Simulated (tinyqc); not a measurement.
Inside a calculation. Model: anisotropic elasticity and sound waves of a cubic crystal. Computed by tinyqc, a small Python program that keeps every step. Command: `OMP_NUM_THREADS=1 python tinyqc.py 3015505 3015506 out.jsonl cubicelastic walk`. One thread of a shared host (Intel(R) Xeon(R) Processor @ 2.30GHz), about 0.01 s of CPU time with the checks. Intermediate numbers are printed to about 5 digits and carried at full precision; extremes and crossings named in words are read from the listed rows.

Voigt order 1..6 = xx, yy, zz, yz, xz, xy, with engineering shear strains. The rotated frame has x' as named, z' along the wafer normal and y' = z' x x'.

Inputs (values chosen for the exercise, modelled on gallium arsenide): C11 = 119.3 GPa; C12 = 52.95 GPa; C44 = 59.1 GPa; density rho = 5.271 g/cm^3; expansion coefficient of the film = 5.5 ppm/K; expansion coefficient of the substrate = 0.55 ppm/K; cooling Delta T = 200 K.

Frame: (110) wafer, x' along [1-11].

wave normal (not normalised): [1, 3.5, 0.2]

## Compliances and anisotropy

S11 = (C11 + C12)/D, S12 = -C12/D, D = (C11 - C12)(C11 + 2 C12), S44 = 1/C44. Zener ratio A = 2 C44/(C11 - C12); S0 = S11 - S12 - S44/2; H = 2 C44 + C12 - C11.

S11 = 11.528 1/TPa

S12 = -3.5437 1/TPa

S44 = 16.920 1/TPa

Zener ratio A = 1.7815

S0 = 6.6114 1/TPa

H = 51.85 GPa

## Stiffness in the rotated frame

direction cosines a (rows x', y', z' in the cube axes), rows x', y', z', columns x, y, z:
```
[[0.57735, -0.57735, 0.57735],
 [0.40825, -0.40825, -0.81650],
 [0.70711, 0.70711, 0.00000]]
```

C'_ijkl = C12 delta_ij delta_kl + C44 (delta_ik delta_jl + delta_il delta_jk) - H sum_m a_im a_jm a_km a_lm.

C' (GPa), rows 1, 2, 3, 4, 5, 6:
```
[[153.87, 35.67, 35.67, 0.00, 0.00, 0.00],
 [35.67, 145.22, 44.31, 0.00, 0.00, 12.22],
 [35.67, 44.31, 145.22, 0.00, 0.00, -12.22],
 [0.00, 0.00, 0.00, 50.46, -12.22, 0.00],
 [0.00, 0.00, 0.00, -12.22, 41.82, 0.00],
 [0.00, 12.22, -12.22, 0.00, 0.00, 41.82]]
```

Normal stress couples to shear strain in this frame.

## Moduli along the axes of the frame

Invert C' to S'. E along x' = 1/S'11, along y' = 1/S'22; Poisson ratios nu(x'y') = -S'12/S'11 and nu(x'z') = -S'13/S'11; in-plane shear modulus 1/S'66.

E along x' = 140.44 GPa

E along y' = 121.62 GPa

nu(x'y') = 0.18818

nu(x'z') = 0.18818

in-plane shear modulus = 38.857 GPa

E differs between x' and y' by +15.5 %.

## Thermal stress in a film with this orientation

On cooling, a thick substrate imposes eps_1 = eps_2 = (alpha_film - alpha_substrate) Delta T and eps_6 = 0; the free surface sets sigma_3 = sigma_4 = sigma_5 = 0, which fixes eps_3, eps_4, eps_5. Biaxial modulus M = (sigma_1 + sigma_2)/(2 eps); energy density M eps^2. Elastic response and constant coefficients are assumed.

in-plane strain = 0.99 per mille

elastic strain along the normal = -0.54519 per mille

stress along x' = 168.19 MPa

stress along y' = 154.93 MPa

biaxial modulus M = 163.19 GPa

energy density = 0.15994 MJ/m^3

The film ends in tension.

## Sound waves along the wave normal

In the cube axes, with unit normal n: G_ij = (C12 + C44) n_i n_j + (C44 - H n_i^2) delta_ij, eigenvalues rho v^2, eigenvectors u (columns, largest component positive). Group velocity V_i = [(C12 + C44)(u.n) u_i + C44 n_i - H u_i^2 n_i]/(rho v); its angle to n has cosine v/|V|.

Christoffel matrix (GPa), rows x, y, z:
```
[[63.63, 29.51, 1.69],
 [29.51, 114.59, 5.90],
 [1.69, 5.90, 59.28]]
```

phase velocities (m/s): [3080.7, 3341.3, 4939.9]

polarisations, rows x, y, z, columns slow, fast, longitudinal:
```
[[0.90088, -0.13144, 0.41369],
 [-0.42130, -0.03531, 0.90623],
 [0.10451, 0.99069, 0.08719]]
```

group speeds (m/s): [3454.7, 3351.1, 5040.1]

angles between V and n (degree): [26.909, 4.389, 11.441]

Energy flows off the wave normal by up to 26.9 degrees, for the slow transverse wave.

## Polycrystal bounds against single-crystal directions

B = (C11 + 2 C12)/3; Voigt G = (C11 - C12 + 3 C44)/5; Reuss G = 5/(4 (S11 - S12) + 3 S44); Hill is their mean; E = 9BG/(3B + G), nu = (3B - 2G)/(6B + 2G). Along <hkl>, with g = 0, 1/4, 1/3: 1/E = S11 - 2 S0 g; for a film with that normal C33 = C11 + 2 H g and M = [6B - (3B - C33) - (3B - C33)^2/C33]/2.

bulk modulus B = 75.067 GPa

Averages:
```
average  G (GPa)  E (GPa)       nu
Voigt     48.730   120.18  0.23316
Reuss     45.026   112.57  0.25007
Hill      46.878   116.40  0.24156
```

Directions:
```
direction  E (GPa)  biaxial modulus M (GPa)
<100>        86.75                   125.25
<110>       121.62                   163.19
<111>       140.44                   173.00
```

The bounds on G differ by 8.2 %, while E varies by a factor 1.62 with direction; with A above 1 the stiffest axis is <111>. Under a fixed mismatch strain, grains with a <100> normal store the least energy.

Checks made by the program: E along x' against 1/E = S11 - 2 S0 (l^2 m^2 + m^2 n^2 + n^2 l^2) (relative difference below 1e-10); closed form of M against the matrix solution (relative difference below 1e-10).
